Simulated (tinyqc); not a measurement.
Ground and coupling capacitance from two measurements.

Inverse problem. A line has Cg to the planes and Cc to each of two neighbours. Find Cg, Cc, the load when both neighbours switch in antiphase, and the pulse on the line when it floats and both neighbours swing by Vx.

Values chosen for this exercise: swing Vx = 0.8 V.

capacitance with neighbours driven alike and with neighbours grounded (aF/um): 43  97

Answer. Driven alike, Cc carries no charge, which leaves Cg; grounded neighbours give Cg + 2 Cc, antiphase Cg + 4 Cc; a floating line divides the swing as 2 Cc/(Cg + 2 Cc).

Cg = 43.00 aF/um
Cc = 27.00 aF/um
load in antiphase = 151.0 aF/um
pulse = 0.4454 V

Program tinyqc, `OMP_NUM_THREADS=1 python tinyqc.py 2790138 2790139 out.jsonl`; Intel Xeon 2.30GHz, shared host, one thread, about 1 s.
